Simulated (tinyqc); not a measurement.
Equilibrium and kinetic segregation of a solute to boundaries and growing surfaces: one step, computed by the program tinyqc. Command: `OMP_NUM_THREADS=1 python tinyqc.py 3026105 3026106 out.jsonl segreg walk`. One thread of a shared host (Intel(R) Xeon(R) Processor @ 2.30GHz), about 0.01 s of CPU time with the checks.

Task: Boundary energy. Gibbs adsorption for this isotherm in a dilute matrix: gamma = gamma_0 + Gam_0 [k_B T ln(1 - theta)], Gam_0 = delta/Omega sites per area.

Inputs (values chosen for the exercise, modelled on arsenic in polycrystalline silicon): temperature T = 1225 K; boundary thickness delta = 0.75 nm; atomic volume Omega = 20.02 angstrom^3; clean boundary energy gamma_0 = 0.52 J/m^2.

Isotherm: Langmuir-McLean.

coverage theta = 0.1717183

Constants: 1 eV/angstrom^2 = 16.02176634 J/m^2; k_B = 8.617333262e-05 eV/K.

Give: Gam_0; boundary energy gamma.

Result:

Gam_0 = 37.46 1/nm^2

boundary energy gamma = 0.4006 J/m^2

Segregation lowers gamma by 23 %, and the driving force of grain growth with it.
